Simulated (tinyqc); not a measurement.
# Worked calculation: bandgap voltage reference from two bipolar transistors

Program tinyqc, `OMP_NUM_THREADS=1 python tinyqc.py 2062198 2062199 out.jsonl`; Intel Xeon 2.30GHz, shared host, one thread, about 0.02 s. Printed values are rounded.

Two transistors of area 1 and N carry the same current I. Is(T) = Is (T/T0)^eta exp[(Vg0 q/kB)(1/T0 - 1/T)], VBE1 = Vt ln(I/Is(T)) + I rb, VBE2 = Vt ln(I/(N Is(T))) + I rb/N. The amplifier forces I R1(T) = VBE1 - VBE2 + Vos, with R(T) = R (1 + tc (T - T0)) for both resistors, and the output is Vref = VBE1 + I R2(T). Base currents and the Early effect are neglected.

Inputs (values chosen for the exercise); values of the order met in silicon bipolar transistors:
- T0 = 298 K (reference temperature)
- Vg0 = 1.143 V (band-gap voltage extrapolated to 0 K)
- eta = 3.4 (temperature exponent of the saturation current)
- Is = 1.9e-16 A (saturation current of the unit transistor at T0)
- N = 8 (area ratio of the second transistor)
- R1 = 5.4 kohm (resistor across which the difference of VBE falls, at T0)
- tc = -1400 ppm/K (temperature coefficient of both resistors)
- Vos = 0 mV (offset of the amplifier)
- rb = 0 ohm (series resistance of the unit transistor)
- R2 = 57.79 kohm (output resistor at T0)
- T = 253 K (temperature)

Constants: q = 1.602176634e-19 C, kB = 1.380649e-23 J/K. Results are converted to the units shown.

## Operating point at the reference temperature

Vt = kB T/q; I = (Vt ln N + Vos)/(R1(T) - rb (1 - 1/N)). Evaluate at T = T0.

Vt = 0.02567965 V
I = 9.888766 uA
Is(T) = 1.9e-16 A
VBE1 = 0.6336556 V
I R2 = 0.5714718 V
Vref = 1.205127 V

## Operating point at another temperature

Vt = kB T/q; I = (Vt ln N + Vos)/(R1(T) - rb (1 - 1/N)).

Vt = 0.02180185 V
I = 7.897927 uA
Is(T) = 3.970181e-20 A
VBE1 = 0.7178038 V
I R2 = 0.4851757 V
Vref = 1.202979 V

From T0 to T, VBE1 changes by 84.1 mV and I R2 by -86.3 mV, which leaves -2.15 mV in Vref.

## Resistor for zero slope at T0, ideal case

With tc = 0, Vos = 0 and rb = 0 the current is proportional to T, dVBE/dT = (VBE - Vg0 - (eta - 1) Vt)/T, and Vref has zero slope at T0 when Vref = Vg0 + (eta - 1) Vt0. Find VBE1, its slope, that Vref, R2/R1 and the curvature d2Vref/dT2 = -(eta - 1) kB/(q T0).

VBE1 = 0.6336556 V
dVBE/dT = -1.916025 mV/K
Vref = 1.204631 V
R2/R1 = 10.69256
curvature = -0.6940134 uV/K^2
